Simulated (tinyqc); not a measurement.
Inside a calculation. Model: Zener tunnelling in a reverse-biased junction, two-band WKB.

Program tinyqc, `OMP_NUM_THREADS=1 python tinyqc.py 2620077 2620078 out.jsonl`; Intel Xeon 2.30GHz, shared host, one thread, about 0.01 s. Printed values are rounded.

Abrupt p-n junction, depletion approximation. Energies E are counted from the conduction-band edge of the neutral n side; its Fermi level lies at dn, that of the p side at dn - V, and the valence-band edge of the neutral p side at Em = dn + dp - V. Tunnelling needs 0 < E < Em. Two-band dispersion with equal masses m: inside the gap kappa = sqrt(m u (1 - u/Eg)/C), u the distance from a band edge, C = hbar^2/(2 m0).

Values chosen for this exercise; band and dielectric values close to those of indium arsenide: temperature T = 350 K; band gap Eg = 0.349 eV; relative permittivity eps_r = 15.3; conduction-band density of states at 350 K Nc = 1.11e17 cm^-3; valence-band density of states at 350 K Nv = 8.37e18 cm^-3; band-edge mass of the two-band model m = 0.025 m0; acceptor density Na = 3.3e19 cm^-3; donor density Nd = 9.1e17 cm^-3; bias of the p side V = -2.5 V; points of the energy grid nE = 13.

Constants: q = 1.602176634e-19 C, kB = 1.380649e-23 J/K, hbar = 1.054571817e-34 J s, h = 6.62607015e-34 J s, m0 = 9.1093837015e-31 kg, Vt = kB T/q, eps0 = 8.8541878128e-14 F/cm where lengths are in cm, hbar^2/(2 m0) = 0.0380998212 eV nm^2. Results are converted to the units shown.

Range of the model: Parabolic densities of states, no band tails and no gap narrowing, all of which matter at such doping. Where S is below about 4 the WKB prefactor of 1 is a rough guess.

## Fermi levels and built-in voltage

Nd = Nc F12(dn/Vt), Na = Nv F12(dp/Vt), F12(x) = (2/sqrt(pi)) int_0^infinity sqrt(u)/(1 + exp(u - x)) du; dn = EF - Ec on the n side, dp = Ev - EF on the p side (negative outside the bands); Vbi = Eg + dn + dp.

dn = 0.142808 eV
dp = 0.0813422 eV
Vbi = 0.573150 V

Boltzmann statistics would give dn = 0.0635 eV and dp = 0.0414 eV. At zero bias the bands of the two sides overlap by dn + dp.

## Width, field and exponent

W = sqrt(2 eps0 eps_r (Vbi - V)(1/Na + 1/Nd)/q), mean field F = (Vbi - V)/W, peak field 2 F. In a uniform field F the exponent is S = pi sqrt(m/C) Eg^1.5/(4 F). Transverse energy Et = C kt^2/m raises it to S (1 + 4 Et/Eg), so T = exp(-S) exp(-Et/Eb) with Eb = Eg/(4 S). KJ = (2 q^2/h) m/(4 pi C) (times 1e14 for A/cm^2 per eV^2).

W = 76.6052 nm
mean field = 0.401168 MV/cm
S = 3.26972
exp(-S) = 0.0380170
Eb = 26.6842 meV
tunnelling length Eg/F = 8.69961 nm

## Current density on a coarse grid

J = KJ exp(-S) Eb times the integral from 0 to Em of [f(E - dn) - f(E - dn + V)] [1 - exp(-min(E, Em - E)/Eb)] dE, f(x) = 1/(1 + exp(x/Vt)), with S and Eb from the mean field; J > 0 flows from p to n. KJ = (2 q^2/h) m/(4 pi C) (times 1e14 for A/cm^2 per eV^2). Simpson's rule on nE equally spaced points from 0 to Em.

| point | E (eV) | difference of the f | transverse factor |
|---|---|---|---|
| 0 | 0.00000 | -0.00871 | 0.00000 |
| 1 | 0.22701 | -0.94223 | 0.99980 |
| 2 | 0.45403 | -0.99997 | 1.00000 |
| 3 | 0.68104 | -1.00000 | 1.00000 |
| 4 | 0.90805 | -1.00000 | 1.00000 |
| 5 | 1.13506 | -1.00000 | 1.00000 |
| 6 | 1.36208 | -1.00000 | 1.00000 |
| 7 | 1.58909 | -1.00000 | 1.00000 |
| 8 | 1.81610 | -1.00000 | 1.00000 |
| 9 | 2.04311 | -1.00000 | 1.00000 |
| 10 | 2.27013 | -1.00000 | 1.00000 |
| 11 | 2.49714 | -0.99208 | 0.99980 |
| 12 | 2.72415 | -0.06315 | 0.00000 |

integral = -2.55280 eV
KJ = 4.04578e8 A/(cm^2 eV^2)
J = -1.04774e6 A/cm^2

A converged quadrature gives -1.023e6 A/cm^2; this grid is 2.4 % above that in size.
